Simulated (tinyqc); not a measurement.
Hubbard chain of 4 sites, step by step. Computed by tinyqc, a small Python program that keeps every step. Settings: hopping = 1.13, U = 7.2, mixing = 1, iteration cap = 80. Command: `OMP_NUM_THREADS=1 python tinyqc.py 27076 27077 out.jsonl` (the two numbers bound the seeds that draw the settings). One thread of a shared host (Intel(R) Xeon(R) Processor @ 2.60GHz), about 0.2 s of CPU time with the checks. Later iterations appear only in the table of the cycle.

## Mean-field iteration 1

one-body matrix (hopping and site energies) (eV), order 1, 2, 3, 4:
$$\begin{pmatrix}
0.18000 & -1.13000 & 0.00000 & 0.00000 \\
-1.13000 & -0.06000 & -1.13000 & 0.00000 \\
0.00000 & -1.13000 & -0.62000 & -1.13000 \\
0.00000 & 0.00000 & -1.13000 & -0.79000
\end{pmatrix}$$

U = 7.20000 eV

electrons, up and down: [1, 1]

mixing = 1

n(up) at the start (a guess, not normalised): 1 0.70000, 2 0.00000, 3 0.70000, 4 0.00000

n(down) at the start (a guess): 1 0.00000, 2 0.70000, 3 0.00000, 4 0.70000

H(up) = T + U n(down), H(down) = T + U n(up); fill the lowest levels; n(new) = n + mixing (n(out) - n); E = tr T (rho up + rho down) + U sum n_up n_down of the output.

levels, up (eV): [-1.10876, -0.01897, 4.44372, 5.47401]

levels, down (eV): [-1.10777, -0.43652, 4.80830, 5.52598]

energy = -2.29853 eV

n(up) after iteration 1: 1 0.03339, 2 0.04343, 3 0.88388, 4 0.03930

n(down) after iteration 1: 1 0.00367, 2 0.11521, 3 0.06457, 4 0.81655

## Mean-field iteration 2

As before.

levels, up (eV): [-1.34376, -0.06799, 1.98679, 5.33497]

levels, down (eV): [-0.97837, -0.63159, 1.35987, 6.16009]

energy = -1.73115 eV

n(up) after iteration 2: 1 0.18489, 2 0.34796, 3 0.45317, 4 0.01398

n(down) after iteration 2: 1 0.29834, 2 0.45713, 3 0.03624, 4 0.20828

## Convergence

Each step fills the lowest levels of T + U n(other spin) and sets n(new) = n + mixing (n(out) - n); stop when output and input agree to 1e-8.

Course of the cycle:
```
iteration      E (eV)  largest |n(out) - n(in)|  mean |n_up - n_down|
1          -2.2985344                  6.67e-01               0.42451
2          -1.7311463                  6.08e-01               0.20846
3          -1.5793353                  6.71e-01               0.32659
4          -0.6567573                  8.69e-01               0.12923
5          -0.2379517                  7.99e-01               0.15530
6          -0.2621897                  8.05e-01               0.07078
7          -0.1729196                  7.27e-01               0.08995
8          -0.0285150                  7.27e-01               0.03487
9          -0.2728897                  6.58e-01               0.04756
10          0.1163756                  6.58e-01               0.01531
11         -0.3535930                  6.12e-01               0.02177
...               ...                       ...                   ...
70          0.2421515                  5.72e-01                     0
71         -0.4245080                  5.72e-01                     0
72          0.2421515                  5.72e-01                     0
73         -0.4245080                  5.72e-01                     0
74          0.2421515                  5.72e-01                     0
75         -0.4245080                  5.72e-01                     0
76          0.2421515                  5.72e-01                     0
77         -0.4245080                  5.72e-01                     0
78          0.2421515                  5.72e-01                     0
79         -0.4245080                  5.72e-01                     0
80          0.2421515                  5.72e-01                     0
```

Not converged within 80 iterations: the residual has stopped falling: the iteration swings between two states. The lowest mean-field energy found from random starts is -3.22812 eV. Reruns (cap 100 unless said): mixing 0.2: not converged; mixing 0.5: converged in 94 (E = -3.22812); mixing 0.9: converged in 51 (E = -3.22812); the original settings with a cap of 400: not converged.

## The many-body Hamiltonian

Basis: all placements (u, d, 2, 0 on each site), up operators ordered before down ones; hops carry the sign of the same-spin electrons passed.

H (eV):
```
          2000      ud00      u0d0      u00d      du00      0200      0ud0      0u0d
2000   7.56000  -1.13000   0.00000   0.00000  -1.13000   0.00000   0.00000   0.00000
ud00  -1.13000   0.12000  -1.13000   0.00000   0.00000  -1.13000   0.00000   0.00000
u0d0   0.00000  -1.13000  -0.44000  -1.13000   0.00000   0.00000  -1.13000   0.00000
u00d   0.00000   0.00000  -1.13000  -0.61000   0.00000   0.00000   0.00000  -1.13000
du00  -1.13000   0.00000   0.00000   0.00000   0.12000  -1.13000   0.00000   0.00000
0200   0.00000  -1.13000   0.00000   0.00000  -1.13000   7.08000  -1.13000   0.00000
0ud0   0.00000   0.00000  -1.13000   0.00000   0.00000  -1.13000  -0.68000  -1.13000
0u0d   0.00000   0.00000   0.00000  -1.13000   0.00000   0.00000  -1.13000  -0.85000
d0u0   0.00000   0.00000   0.00000   0.00000  -1.13000   0.00000   0.00000   0.00000
0du0   0.00000   0.00000   0.00000   0.00000   0.00000  -1.13000   0.00000   0.00000
0020   0.00000   0.00000   0.00000   0.00000   0.00000   0.00000  -1.13000   0.00000
00ud   0.00000   0.00000   0.00000   0.00000   0.00000   0.00000   0.00000  -1.13000
d00u   0.00000   0.00000   0.00000   0.00000   0.00000   0.00000   0.00000   0.00000
0d0u   0.00000   0.00000   0.00000   0.00000   0.00000   0.00000   0.00000   0.00000
00du   0.00000   0.00000   0.00000   0.00000   0.00000   0.00000   0.00000   0.00000
0002   0.00000   0.00000   0.00000   0.00000   0.00000   0.00000   0.00000   0.00000

          d0u0      0du0      0020      00ud      d00u      0d0u      00du      0002
2000   0.00000   0.00000   0.00000   0.00000   0.00000   0.00000   0.00000   0.00000
ud00   0.00000   0.00000   0.00000   0.00000   0.00000   0.00000   0.00000   0.00000
u0d0   0.00000   0.00000   0.00000   0.00000   0.00000   0.00000   0.00000   0.00000
u00d   0.00000   0.00000   0.00000   0.00000   0.00000   0.00000   0.00000   0.00000
du00  -1.13000   0.00000   0.00000   0.00000   0.00000   0.00000   0.00000   0.00000
0200   0.00000  -1.13000   0.00000   0.00000   0.00000   0.00000   0.00000   0.00000
0ud0   0.00000   0.00000  -1.13000   0.00000   0.00000   0.00000   0.00000   0.00000
0u0d   0.00000   0.00000   0.00000  -1.13000   0.00000   0.00000   0.00000   0.00000
d0u0  -0.44000  -1.13000   0.00000   0.00000  -1.13000   0.00000   0.00000   0.00000
0du0  -1.13000  -0.68000  -1.13000   0.00000   0.00000  -1.13000   0.00000   0.00000
0020   0.00000  -1.13000   5.96000  -1.13000   0.00000   0.00000  -1.13000   0.00000
00ud   0.00000   0.00000  -1.13000  -1.41000   0.00000   0.00000   0.00000  -1.13000
d00u  -1.13000   0.00000   0.00000   0.00000  -0.61000  -1.13000   0.00000   0.00000
0d0u   0.00000  -1.13000   0.00000   0.00000  -1.13000  -0.85000  -1.13000   0.00000
00du   0.00000   0.00000  -1.13000   0.00000   0.00000  -1.13000  -1.41000  -1.13000
0002   0.00000   0.00000   0.00000  -1.13000   0.00000   0.00000  -1.13000   5.62000
```

## Exact diagonalisation (16 states)

Lowest levels of the sector, and the double occupancy of the lowest state.

lowest levels (eV): [-3.57128, -3.22899, -2.24586, -1.91494, -1.06503, -0.81379]

double occupancy per site = 0.00993

## The lowest level by Lanczos steps

From a random start vector (not printed): a_j = <q_j|H|q_j>, b_j = norm of the remainder after orthogonalising; the Ritz value is the lowest eigenvalue of the tridiagonal matrix of a and b so far.

Lanczos:
```
j   a_j (eV)  b_j (eV)  lowest Ritz value (eV)
1   -0.45005   2.94355              -0.4500454
2    2.32354   3.69325              -2.3171276
3    2.64505   2.29466              -3.1846661
4    3.04522   3.56757              -3.3315373
5    3.12965   2.13074              -3.4044271
6   -0.09404   3.18151              -3.4352198
7    3.89914   3.02898              -3.4740649
8    0.88384   1.96731              -3.5269878
9    2.34553   3.80953              -3.5498886
10   3.57874   1.11317              -3.5698024
```
